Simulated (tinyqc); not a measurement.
Voltage: WKB tunnelling through a gate dielectric with a two-band (Franz) dispersion.

At depth x the conduction edge lies u(x) = phi - V x/t above the electron. Parabolic: kappa = sqrt(m u/c). Franz: kappa = sqrt(m u (1 - u/Eg)/c), which vanishes at both band edges. c = hbar^2/2m0. T = exp(-2 integral of kappa dx) over the region u > 0; no image force, no prefactor, zero transverse momentum. The region ends at x_e = min(t, phi t/V); x_e < t is the Fowler-Nordheim regime.

Constants: hbar^2/2m0 = 3.80998211 eV angstrom^2.

Values chosen for the exercise (of the size used for SiO2 on silicon; not measured data):
```
symbol  value  unit      meaning
Eg      8.62   eV        gap of the dielectric
phi     2.89   eV        barrier above the electron energy at the emitter
m       0.55   m0        mass at the conduction edge
t       23     angstrom  thickness
```

The same layer at other voltages.

Exponents 2 I and transmission:
```
V (V),shape,x_e (angstrom),2 I parabolic,2 I Franz,T Franz
0.25,trapezoid,23.00,29.060,23.947,3.98e-11
0.50,trapezoid,23.00,28.387,23.634,5.44e-11
1.50,trapezoid,23.00,25.433,21.963,2.89e-10
2.00,trapezoid,23.00,23.731,20.807,9.20e-10
3.00,triangle,22.16,19.081,17.029,4.02e-08
4.00,triangle,16.62,14.311,12.772,2.84e-06
5.00,triangle,13.29,11.449,10.217,3.65e-05
6.00,triangle,11.08,9.541,8.515,0.000201
```

Give the missing row, V (V) = 1.00.

Computed row:
```
V (V)      shape  x_e (angstrom)  2 I parabolic  2 I Franz   T Franz
1.00   trapezoid           23.00         26.970     22.890  1.15e-10
```

While the barrier is a trapezoid T rises by a factor 23.1 from 0.25 to 2 V. Beyond V = phi = 2.89 V the path shortens and the exponent falls as 1/V: from 4 to 6 V it goes from 12.77 to 8.51, the ratio 0.667 = 4/6. The last row means 26.1 MV/cm; rows above about 12 MV/cm are past breakdown.

Program tinyqc; command `OMP_NUM_THREADS=1 python tinyqc.py 1481732 1481733 out.jsonl`; about 0.01 s on one thread of a shared Intel(R) Xeon(R) Processor @ 2.30GHz.
